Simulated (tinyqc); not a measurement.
Microkinetic model of low-temperature epitaxy from hydride gases: adsorption, hydrogen desorption and rate control: one step, computed by the program tinyqc. Command: `OMP_NUM_THREADS=1 python tinyqc.py 3016081 3016082 out.jsonl hepi walk`. One thread of a shared host (Intel(R) Xeon(R) Processor @ 2.30GHz), about 0.01 s of CPU time with the checks.

Each hydride molecule needs two free sites and leaves four hydrogen atoms, of which two leave at once as H2; theta is the hydrogen coverage, the site density is 6.78 per nm^2 and one layer is 1.358 angstrom thick.

Question. Coverage and growth rate. With k the hydride and k_H the hydrogen adsorption rate on free pairs and k_d the desorption rate, steady state: 2 (k + k_H)(1 - theta)^2 = k_d theta; growth rate R = k (1 - theta)^2 layers/s; 1 layer/s = 8.148 nm/min. With c = 2 (k + k_H)/k_d the free share is 1 - theta = 2/(1 + sqrt(1 + 4c)).

Inputs (values chosen for the exercise, close to those used for silane on Si(001)): temperature T = 700 C.

Film: silicon. Order of hydrogen desorption: first.

k = 0.5549334 1/s

k_H = 0 1/s

k_d = 202.7275 1/s

Give: c; hydrogen coverage theta; growth rate R in layers; growth rate G.

Answer.

c = 0.005475

hydrogen coverage theta = 0.005416

growth rate R in layers = 0.5489 layers/s

growth rate G = 4.473 nm/min

The surface is mostly bare: the arrival of hydride limits growth.
